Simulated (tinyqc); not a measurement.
Microkinetic model of a Langmuir-Hinshelwood surface reaction A + (1/2) B2 = AB with Bronsted-Evans-Polanyi barriers. From one set of inputs to another, one input at a time. Computed by tinyqc, a small Python program. Command: `OMP_NUM_THREADS=1 python tinyqc.py 3024578 3024579 out.jsonl microkin ladder`. One thread of a shared host (Intel(R) Xeon(R) Processor @ 2.30GHz), about 0.01 s of CPU time with the checks.

A adsorbs in equilibrium; B2 dissociates irreversibly on two free sites; adsorbed A and B react irreversibly and AB leaves at once. theta_A + theta_B + theta_* = 1.

The inputs printed are set A. Inputs not listed in the table keep their values of set A, so the rows need not describe a real material.

Inputs (values chosen for the exercise, for a model catalyst):
```
quantity                              value   unit
adsorption energy of A, E_A           -1.01     eV
adsorption energy per B atom, E_B      -1.2     eV
entropy loss of A, S_A                  1.5  meV/K
entropy loss of B2, S_B                 1.3  meV/K
slope a1 of the dissociation barrier   0.57      -
intercept b1                            1.5     eV
slope a2 of the reaction barrier       0.28      -
intercept b2                           0.24     eV
pressure p_A                          0.061    bar
pressure p_B                           0.14    bar
temperature T                           750      K
```

Constants: k_B = 8.617333262e-05 eV/K; hbar = 6.582119569e-16 eV s.

Method. K_A = exp(-(E_A + T S_A)/(k_B T)) per bar; barriers E1 = max(b1 + a1 2 E_B, 0), E2 = b2 - a2 (E_A + E_B); k1 = (k_B T/h) exp(-S_B/k_B) exp(-E1/(k_B T)) per bar, k2 = (k_B T/h) exp(-E2/(k_B T)), h = 2 pi hbar. theta_A = K_A p_A theta_*; 2 k1 p_B theta_*^2 = k2 theta_A theta_B, so theta_B = w theta_* with w = 2 k1 p_B/(k2 K_A p_A); theta_* = 1/(1 + K_A p_A + w); rate r = k2 theta_A theta_B.

Each row keeps all changes above it:
```
input moved                              from      to  rate r (1/s per site)     theta_A  theta_B
set A                                       -       -             6.2653e+04  6.4546e-03  0.36649
pressure p_A (bar)                      0.061   0.004             1.6212e+03  6.8085e-05  0.89906
intercept b2 (eV)                        0.24    0.28             5.1725e+02  3.8457e-05  0.94299
intercept b1 (eV)                         1.5     1.6             1.6576e+03  1.4923e-04  0.77877
adsorption energy of A, E_A (eV)        -1.01  -0.773             1.3364e+01  3.4238e-07  0.98015
pressure p_B (bar)                       0.14    0.26             7.3298e+00  1.8607e-07  0.98921
entropy loss of A, S_A (meV/K)            1.5     1.6             7.3046e-01  1.8405e-08  0.99659
adsorption energy per B atom, E_B (eV)   -1.2   -0.77             3.0576e+01  5.2824e-06  0.02256
```

Rate r goes from 62700 to 30.6, a factor 4.88e-4 in all. The largest single move comes from adsorption energy of A, E_A (a factor 0.00806), and adsorption energy per B atom, E_B works against it (a factor 41.9). theta_A goes from 0.00645 to 5.28e-6, a factor 8.18e-4 in all. The largest single move comes from adsorption energy of A, E_A (a factor 0.00229), and adsorption energy per B atom, E_B works against it (a factor 287). theta_B goes from 0.366 to 0.0226, a factor 0.0616 in all. The largest single move comes from adsorption energy per B atom, E_B (a factor 0.0226), and pressure p_A works against it (a factor 2.45). The single moves hold for this order of the switches; the total does not depend on the order.

Extremes, crossings and ranges named in words are read from the listed rows.
